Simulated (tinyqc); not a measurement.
# One level from two frequencies

Question. A single interface trap level in an MOS capacitor has the conductance Gp/w = Cit w tau/(1 + w^2 tau^2), w = 2 pi f. Find tau and Cit.

Gp/w at f = 130 and 960 Hz (nF/cm^2): 38.300187  32.814255

Answer. w/(Gp/w) = 1/(Cit tau) + (tau/Cit) w^2 is linear in w^2; the two coefficients give tau and Cit.

tau = 4.987e-4 s
Cit = 109.6 nF/cm^2

Computed by the program tinyqc: `OMP_NUM_THREADS=1 python tinyqc.py 2030128 2030129 out.jsonl`, one thread of a shared Intel Xeon 2.30GHz, about 0.01 s for the whole run.
